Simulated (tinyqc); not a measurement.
# Worked calculation: a double barrier with mass mismatch, transfer matrices

Numbers from tinyqc (`OMP_NUM_THREADS=1 python tinyqc.py 2560021 2560022 out.jsonl`; about 0.03 s on one thread of a shared Intel Xeon 2.30GHz). Printed values are rounded.

One electron of energy E comes from the left lead (band edge 0); no transverse momentum. Parabolic bands, masses in units of m0, C = hbar^2/(2 m0); psi and psi'/m are continuous at every interface. Barrier d1, well Lw, barrier d2; the right lead equals the left one.

Values chosen for this exercise; masses and offsets of a made-up heterostructure:
- mL = 0.031 m0 (mass in the left lead)
- U1 = 1 eV (barrier height)
- m1 = 0.11 m0 (barrier mass)
- d1 = 1.1 nm (width of the first barrier)
- Lw = 3.2 nm (well width (edge 0, mass mL))
- d2 = 1.7 nm (width of the second barrier)
- E = 0.626 eV (electron energy)

Constants: q = 1.602176634e-19 C, hbar = 1.054571817e-34 J s, m0 = 9.1093837015e-31 kg, hbar^2/(2 m0) = 0.0380998212 eV nm^2. Results are converted to the units shown.

Range of the model: Masses are held fixed, although real bands cease to be parabolic a few tenths of an eV from their edges (inside a barrier too).

## Wave numbers

k = sqrt(m (E - U)/C) where E > U, K = sqrt(m (U - E)/C) where E < U; v = k/m in the leads.

Layers:
```
   U (eV)  m (m0)  d (nm)  k or K (1/nm)  which
1       1    0.11     1.1        1.03913      K
2       0   0.031     3.2       0.713685      k
3       1    0.11     1.7        1.03913      K
```

vL = 23.0221 1/nm
vR = 23.0221 1/nm

## Matrices of the layers

For the pair (psi, psi'/m) a flat layer has M = [[cos kd, (m/k) sin kd], [-(k/m) sin kd, cos kd]] with k = sqrt(m (E - U)/C) above its edge U, and M = [[cosh Kd, (m/K) sinh Kd], [(K/m) sinh Kd, cosh Kd]] with K = sqrt(m (U - E)/C) below it. M12 is in nm, M21 in 1/nm.

M of layer 1:
```
         1         2
1  1.72758  0.149125
2  13.3078   1.72758
```

M of layer 2:
```
           1          2
1  -0.654103  0.0328556
2   -17.4140  -0.654103
```

M of layer 3:
```
         1         2
1  3.01070  0.300612
2  26.8264   3.01070
```

## Product of the matrices

The matrix of the later layer stands to the left: M = M_n ... M_2 M_1; det M = 1.

M:
```
          1         2
1  -13.7461  -1.24313
2  -135.366  -12.3146
```

## Transmission and reflection

The matrix M carries (psi, psi'/m) across the stack, and v = k/m in each lead. psi = 1 + r at the left edge (incident amplitude 1) and t at the right edge. With det M = 1, a = i vR M11 - M21 and b = -vL vR M12 - i vL M22: t = 2 i vL/(a - b), r = -(a + b)/(a - b), T(E) = (vR/vL) |t|^2, R(E) = |r|^2.

t = -0.0435708-0.0380182i
r = 0.624612-0.778791i
T(E) = 0.00334380
R(E) = 0.996656

T(E) + R(E) = 1: the current is conserved.
